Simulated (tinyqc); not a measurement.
Thin (001) film in sp3s* tight binding with raised dangling bonds: one step. Levels of the small film. The numbers come from values chosen for the exercise (near a published set for GaP, fitted to gaps, whose masses and valley positions are rough).

s, pz, s* block (eV):
```
           sa1        za1      *a1       sc2       zc2       *c2       sa3       za3       *a3       sc4
sa1    1.88746  -10.00000        0  -3.72050   2.13000         0         0         0         0         0
za1  -10.00000   11.11646        0  -3.18050   1.07450  -2.57600         0         0         0         0
*a1          0          0  8.50246         0   2.32600         0         0         0         0         0
sc2   -3.72050   -3.18050        0  -2.21754         0         0  -3.72050   3.18050         0         0
zc2    2.13000    1.07450  2.32600         0   4.13646         0  -2.13000   1.07450  -2.32600         0
*c2          0   -2.57600        0         0         0   7.13846         0   2.57600         0         0
sa3          0          0        0  -3.72050  -2.13000         0  -8.11254         0         0  -3.72050
za3          0          0        0   3.18050   1.07450   2.57600         0   1.11646         0  -3.18050
*a3          0          0        0         0  -2.32600         0         0         0   8.50246         0
sc4          0          0        0         0         0         0  -3.72050  -3.18050         0  -2.21754
zc4          0          0        0         0         0         0   2.13000   1.07450   2.32600         0
*c4          0          0        0         0         0         0         0  -2.57600         0         0
sa5          0          0        0         0         0         0         0         0         0  -3.72050
za5          0          0        0         0         0         0         0         0         0   3.18050
*a5          0          0        0         0         0         0         0         0         0         0

          zc4       *c4       sa5       za5       *a5
sa1         0         0         0         0         0
za1         0         0         0         0         0
*a1         0         0         0         0         0
sc2         0         0         0         0         0
zc2         0         0         0         0         0
*c2         0         0         0         0         0
sa3   2.13000         0         0         0         0
za3   1.07450  -2.57600         0         0         0
*a3   2.32600         0         0         0         0
sc4         0         0  -3.72050   3.18050         0
zc4   4.13646         0  -2.13000   1.07450  -2.32600
*c4         0   7.13846         0   2.57600         0
sa5  -2.13000         0   1.88746  10.00000         0
za5   1.07450   2.57600  10.00000  11.11646         0
*a5  -2.32600         0         0         0   8.50246
```

u, v block (eV):
```
         ua1       va1       uc2       vc2       ua3       va3       uc4       vc4       ua5      va5
ua1  1.11646         0   3.63650         0         0         0         0         0         0        0
va1        0  21.11646         0  -1.48750         0         0         0         0         0        0
uc2  3.63650         0   4.13646         0  -1.48750         0         0         0         0        0
vc2        0  -1.48750         0   4.13646         0   3.63650         0         0         0        0
ua3        0         0  -1.48750         0   1.11646         0   3.63650         0         0        0
va3        0         0         0   3.63650         0   1.11646         0  -1.48750         0        0
uc4        0         0         0         0   3.63650         0   4.13646         0  -1.48750        0
vc4        0         0         0         0         0  -1.48750         0   4.13646         0  3.63650
ua5        0         0         0         0         0         0  -1.48750         0  21.11646        0
va5        0         0         0         0         0         0         0   3.63650         0  1.11646
```

Task: Diagonalise both blocks.

Give: levels of the s, pz, s* block; levels of the u, v block.

Result:

levels of the s, pz, s* block (eV): [-12.305, -9.570, -7.230, -2.863, 2.818, 3.133, 3.206, 4.090, 6.911, 8.502, 9.125, 9.651, 11.137, 17.987, 18.041]

levels of the u, v block (eV): [-2.091, -2.091, -0.720, -0.720, 5.892, 5.892, 7.291, 7.291, 21.251, 21.251]

No level lies between 0 and the bulk edge 2.352 eV; confinement has widened the gap at zero in-plane momentum to 3.538 eV.

Run: tinyqc, `OMP_NUM_THREADS=1 python tinyqc.py 1452194 1452195 out.jsonl`; Intel(R) Xeon(R) Processor @ 2.30GHz, one thread, shared host; about 0.3 s of CPU time with all checks.
